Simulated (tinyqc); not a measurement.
Inside a calculation. Method: CIS on RHF in the sto-3g basis, for H4, spin multiplicity 1. One step of it, computed by the program tinyqc.

Problem. CIS matrix, triplets. A(ia,jb) = (e_a - e_i) d_ij d_ab - (ij|ab).

orbital energies (hartree): [-0.557559, -0.396475, 0.378891, 0.566195]

Two-electron integrals over orbitals (pq|rs), unique and non-zero (hartree):
```
(11|11) 0.454936   (21|21) 0.177759   (22|11) 0.455398   (22|22) 0.464290
(31|31) 0.106571   (32|32) 0.089860   (33|11) 0.444404   (33|22) 0.447890
(33|33) 0.453929   (41|32) 0.087817   (41|41) 0.085858   (42|31) 0.111157
(42|42) 0.119379   (43|21) 0.177397   (43|43) 0.194212   (44|11) 0.451951
(44|22) 0.460540   (44|33) 0.463033   (44|44) 0.476303
```

Give: CIS matrix A, triplet.

Solution.

CIS matrix A, triplet (hartree), order 1>3, 1>4, 2>3, 2>4:
```
[[0.4920, 0.0000, 0.0000, -0.1774],
 [0.0000, 0.6718, -0.1774, 0.0000],
 [0.0000, -0.1774, 0.3275, 0.0000],
 [-0.1774, 0.0000, 0.0000, 0.5021]]
```
